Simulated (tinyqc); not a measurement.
Length of a polyene: Hueckel, PPP and singles CI along the polyenes. Computed by the program tinyqc. Hueckel uses the same beta without repulsion; CIS keeps all single excitations and so misses the low, doubly excited 2Ag state. W is the valence ionisation energy of a centre, MN the Mataga-Nishimoto formula, f the oscillator strength.

All-trans chains of carbon centres 1.40 angstrom apart:
```
parameter                               value
beta (eV), times 1 +/- alternation  -2.470000
alternation                                 0
W (eV)                              11.160000
gamma_rr (eV)                       10.800000
repulsion formula                        Ohno
```

Gaps and excitations (eV):
```
centres  Hueckel gap  PPP orbital gap  bright singlet (CIS)      f  lowest triplet (CIS)
2              4.940           12.388                 6.616  0.567                 3.264
4              3.053            9.588                 5.073  1.099                 2.103
6              2.199            8.142                 4.157  1.572                 1.544
8              1.716            7.258                 3.556  1.997                 1.231
10             1.406            6.664                 3.131  2.376                 1.038
```

What does the comparison show, and why?

The Hueckel gap tends to 4 x alternation x |beta| = 0.00 eV for long chains (zero without alternation, falling as 1/N). Exchange opens the PPP orbital gap, and the attraction of electron and hole brings the bright state 3.53 eV below it at 10 centres; the triplet lies 2.09 eV lower still.
